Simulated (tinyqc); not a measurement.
Comparisons within one model: band edges of strained Si(1-x)Ge(x) on relaxed Si(1-y)Ge(y). A value that a table varies takes the place of the one given here.

Values are linear in the Ge fraction but for ED(x) = linear - CD x (1 - x) and a(x) = linear - Ca x (1 - x). Energies are on the common scale of Ev.

Coherent growth on a (001) face: e_par = (a(y) - a(x))/a(x), e_perp = -2 (C12/C11) e_par; exx = eyy = e_par, ezz = e_perp, no shear.

A valley with unit axis u lies at Ev + gap + (av + a_valley) tr(e) + Xu (u.e.u - tr(e)/3); the Delta axes are x, y, z and the L axes [111], [1-1-1], [-11-1], [-1-11]. The second-order shift of the Delta valleys under shear is left out; it lowers the pair normal to the sheared plane by tens of meV at a shear of 1 %.

Valence edges: Ev plus the levels of the 6 x 6 matrix of X, Y, Z times spin with -Dso/3 + l exx + m (eyy + ezz) on the diagonal (cyclic), n exy off it, l = av + 2 b, m = av - b, n = sqrt(3) d. Spin-orbit term (Dso/3) L.sigma on X, Y, Z with (L_k)_ij = -i epsilon_kij: <X+|H|Y+> = -i Dso/3, <X+|H|Z-> = Dso/3, <Y+|H|Z-> = -i Dso/3, <Z+|H|X-> = -Dso/3, <Z+|H|Y-> = i Dso/3, <X-|H|Y-> = i Dso/3, and their conjugates; + and - are the spin along z.

Coherent growth: e_par = (a(y) - a(x))/a(x). (001): e_perp = -2 (C12/C11) e_par; exx = eyy = e_par, ezz = e_perp, no shear. (111): e_perp = -(2 C11 + 4 C12 - 4 C44)/(C11 + 2 C12 + 4 C44) e_par; exx = eyy = ezz = (2 e_par + e_perp)/3 and exy = eyz = ezx = (e_perp - e_par)/3. (110): e_perp = -(C11 + 3 C12 - 2 C44)/(C11 + C12 + 2 C44) e_par; exx = eyy = (e_par + e_perp)/2, ezz = e_par, exy = (e_perp - e_par)/2, eyz = ezx = 0.

Values chosen for the exercise (end members near Si and Ge, in this order; not measured data):
```
symbol  value           unit      meaning
a       (5.432, 5.653)  angstrom  lattice constant
Dso     (0.044, 0.294)  eV        spin-orbit splitting
av      (2.47, 1.23)    eV        valence hydrostatic potential
b       (-2.09, -2.54)  eV        tetragonal shear potential
d       (-4.73, -5.35)  eV        trigonal shear potential
C11     (165.3, 128.3)  GPa
C12     (63, 47.7)      GPa
C44     (79.4, 66.4)    GPa
Ev      (0, 0.62)       eV        top of the unstrained valence band
ED      (1.177, 0.914)  eV        gap to the Delta valleys
EL      (2.011, 0.74)   eV        gap to the L valleys
aD      (1.7, 1.35)     eV        hydrostatic potential of the Delta gap
aL      (-3.23, -2.99)  eV        hydrostatic potential of the L gap
XuD     (9.23, 9.23)    eV        uniaxial potential, Delta
XuL     (15.69, 14.57)  eV        uniaxial potential, L
CD      0.19            eV        bowing of the Delta gap
Ca      0               angstrom  bowing of the lattice constant
face    001                       growth face
y       0                         Ge fraction of the relaxed buffer
x       0.28                      Ge fraction of the layer
```

## Composition of the layer

The buffer is kept. dEc = Ec(buffer) - Ec(layer), dEv = Ev(layer) - Ev(buffer); buffer edges Ev(y) and Ev(y) + min(ED, EL). The digit behind Delta or L counts whole valleys.

Results:
```
x     e_par (%)  lowest valleys  gap (eV)  next valleys above (meV)  valence splitting (meV)  dEc (eV)  dEv (eV)
0.08      -0.32          Delta4     1.106                        53                       19     0.019     0.052
0.16      -0.65          Delta4     1.037                       105                       33     0.035     0.106
0.24      -0.97          Delta4     0.970                       157                       46     0.047     0.160
0.31      -1.25          Delta4     0.914                       202                       56     0.054     0.209
0.39      -1.56          Delta4     0.852                       253                       68     0.059     0.265
0.47      -1.88          Delta4     0.793                       304                       79     0.061     0.323
0.55      -2.19          Delta4     0.736                       354                       90     0.059     0.382
```

The gap is 1.106 eV in the first row and 0.736 eV in the last. The lowest valleys are Delta4 throughout. Per 0.1 of x the valence offset moves by +70 meV on average; the conduction offset lies between +19 and +61 meV, not monotonically. Both carriers sit on one side in every row. Offsets below about 30 meV are within the spread of parameter sets, so those rows do not settle the type. Strains above 2 % can be kept only in layers of a few nanometres.

## Composition of the buffer

The layer is kept. dEc = Ec(buffer) - Ec(layer), dEv = Ev(layer) - Ev(buffer); buffer edges Ev(y) and Ev(y) + min(ED, EL). The digit behind Delta or L counts whole valleys.

Results:
```
y     e_par (%)  lowest valleys  gap (eV)  next valleys above (meV)  valence splitting (meV)  dEc (eV)  dEv (eV)
0.00      -1.13          Delta4     0.938                       183                       52     0.051     0.188
0.12      -0.64          Delta4     0.992                       104                       38     0.026     0.107
0.24      -0.16          Delta4     1.047                        26                       12     0.006     0.027
0.36       0.32          Delta2     1.022                        52                       28     0.043    -0.026
0.47       0.76          Delta2     0.956                       124                       71     0.106    -0.056
0.59       1.25          Delta2     0.881                       202                      122     0.180    -0.086
0.71       1.73          Delta2     0.804                       281                      176     0.260    -0.113
0.83       2.21          Delta2     0.726                       359                      230     0.345    -0.139
```

The gap is 0.938 eV in the first row and 0.726 eV in the last, with its largest listed value, 1.047 eV, at y = 0.24: it peaks near the match y = x, since strain of either sign narrows it. The lowest valleys change: Delta4 to Delta2 between y = 0.24 and 0.36. Per 0.1 of y the valence offset moves by -39 meV on average; the conduction offset lies between +6 and +345 meV, not monotonically. Both carriers sit on one side for y = 0.00, 0.12 and 0.24, and on opposite sides elsewhere. Offsets below about 30 meV are within the spread of parameter sets, so those rows do not settle the type. Strains above 2 % can be kept only in layers of a few nanometres.

## The same layer on three faces

dEc = Ec(buffer) - Ec(layer), dEv = Ev(layer) - Ev(buffer); buffer edges Ev(y) and Ev(y) + min(ED, EL). The digit behind Delta or L counts whole valleys.

Results:
```
face   e_par (%)  lowest valleys  gap (eV)  next valleys above (meV)  valence splitting (meV)  dEc (eV)  dEv (eV)  Delta spread (meV)  L spread (meV)
(001)      -1.13          Delta4     0.938                       183                       52     0.051     0.188                 183               0
(111)      -1.13          Delta6     0.991                       620                       52     0.005     0.181                   0             219
(110)      -1.13          Delta2     0.940                        78                       54     0.053     0.184                  78             172
```

On (001) only the Delta valleys split (183 meV), on (111) only the L valleys (219 meV), on (110) both (78 and 172 meV). The lowest valleys are Delta4 on (001), Delta6 on (111) and Delta2 on (110); the smallest gap is 0.938 eV on (001) and the largest 0.991 eV on (111).

## What each parameter does

dEc = Ec(buffer) - Ec(layer), dEv = Ev(layer) - Ev(buffer); buffer edges Ev(y) and Ev(y) + min(ED, EL). Each row changes one parameter from the base and keeps the others.

Results:
```
case                       gap (eV)  valence splitting (meV)  dEc (eV)  dEv (eV)
base                         0.9378                     51.5    0.0514    0.1878
x = 0.31                     0.9141                     55.9    0.0542    0.2087
y = 0.03                     0.9515                     48.9    0.0444    0.1677
CD = 0.24 eV                 0.9278                     51.5    0.0615    0.1878
b = (-2.403, -2.921) eV      0.9313                     54.6    0.0514    0.1944
C12 = (72.45, 54.855) GPa    0.9331                     52.9    0.0505    0.1933
aL = (-3.714, -3.438) eV     0.9378                     51.5    0.0514    0.1878
d = (-5.44, -6.152) eV       0.9378                     51.5    0.0514    0.1878
XuD = (10.614, 10.614) eV    0.9287                     51.5    0.0605    0.1878
```

The largest shifts from the base row, up to three for each result and ties (the steps differ in size, so this ranks the rows, not the parameters). gap (eV): x -0.0238, y +0.0136, CD -0.0101; unchanged at the printed digits by aL and d. valence splitting (meV): x +4.4, b +3.0, y -2.6; unchanged at the printed digits by CD, aL, d and XuD. dEc (eV): CD +0.0101, XuD +0.0091, y -0.0069; unchanged at the printed digits by b, aL and d. dEv (eV): x +0.0209, y -0.0201, b +0.0066; unchanged at the printed digits by CD, aL, d and XuD. The lowest valleys of the layer are Delta4, so among the conduction-band potentials only those of that family reach the gap and dEc; the buffer is unstrained. A shift large enough to swap the lowest family would change that.

Program tinyqc; command `OMP_NUM_THREADS=1 python tinyqc.py 1080582 1080583 out.jsonl`; about 0.02 s on one thread of a shared Intel(R) Xeon(R) Processor @ 2.30GHz.
